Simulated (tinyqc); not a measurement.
p-type polysilicon, carrier trapping at grain boundaries: two steps of the calculation.

One-dimensional grains of size Lg, uniform ionised doping N, monovalent traps Qt at each boundary at a depth Et below (for electrons) or above (for holes) the band edge there, abrupt depletion of width W on each side of a boundary, Boltzmann statistics. xi is the distance from the band edge at the grain centre to the Fermi level. Trapped charge Qt/(1 + exp((xi + VB - Et)/Vt)) = 2 N W, barrier VB = q N W^2/(2 eps0 eps_r).

Inputs (values chosen for the exercise); values of the order met in polycrystalline silicon: temperature T = 300 K; relative permittivity eps_r = 11.7; valence-band density of states at T NB = 2.65e19 cm^-3; grain size Lg = 30 nm; trap density of a grain boundary Qt = 3.2e12 cm^-2; depth of the trap level from the majority band edge at the boundary Et = 0.42 eV; mass for thermionic emission ms = 0.28 m0; correction factor of the emission rate fe = 1; mobility inside the grains mug = 49 cm^2/(V s); doping N = 4.8e17 cm^-3.

Constants: q = 1.602176634e-19 C, kB = 1.380649e-23 J/K, m0 = 9.1093837015e-31 kg, Vt = kB T/q, eps0 = 8.8541878128e-14 F/cm where lengths are in cm. Results are converted to the units shown.

Question 1. Depletion width, Fermi level and barrier. If the trap equation with xi = Vt ln(NB/N) has a root W < Lg/2, the grain is partly depleted; otherwise W = Lg/2 and the trap equation gives xi = Et - VB + Vt ln(Qt/(N Lg) - 1). N* = Qt/Lg.

Find: N*; W; xi; VB; share of traps filled.

Answer 1.

N* = 1.067e18 cm^-3
W = 15.00 nm
xi = 0.3417 V
VB = 0.08352 V
share of traps filled = 0.4500

N is 0.450 N*, and the grain is fully depleted; VB = 3.23 Vt.

Question 2. Resistivity and effective mobility. n0 = NB exp(-xi/Vt); mean density n0 (1 - 2 W/Lg) by charge balance in a partly depleted grain, and n0 (sqrt(pi)/2) erf(u)/u with u = sqrt(VB/Vt) in a fully depleted one; v = sqrt(kB T/(2 pi ms m0)); barrier resistivity Vt exp(VB/Vt)/(q fe n0 v Lg); grain resistivity (1 - 2 W/Lg)/(q n0 mug); effective mobility 1/(q mean density total resistivity).

W = 15 nm
xi = 0.34167176 V
VB = 0.083515976 V

Wanted: n0; mean density; v; barrier resistivity; grain resistivity; resistivity; effective mobility.

Answer 2.

n0 = 4.8241e13 cm^-3
mean density = 2.3524e13 cm^-3
v = 5.0838e6 cm/s
barrier resistivity = 5547.1 ohm cm
grain resistivity = 0.0000 ohm cm
resistivity = 5547.1 ohm cm
effective mobility = 47.832 cm^2/(V s)

The resistivity is 20900 times that of a single crystal with the same N and mobility mug, and the mean density is 0.00490 % of N.

Program tinyqc, `OMP_NUM_THREADS=1 python tinyqc.py 2830122 2830123 out.jsonl`; Intel Xeon 2.30GHz, shared host, one thread, about 0.01 s.
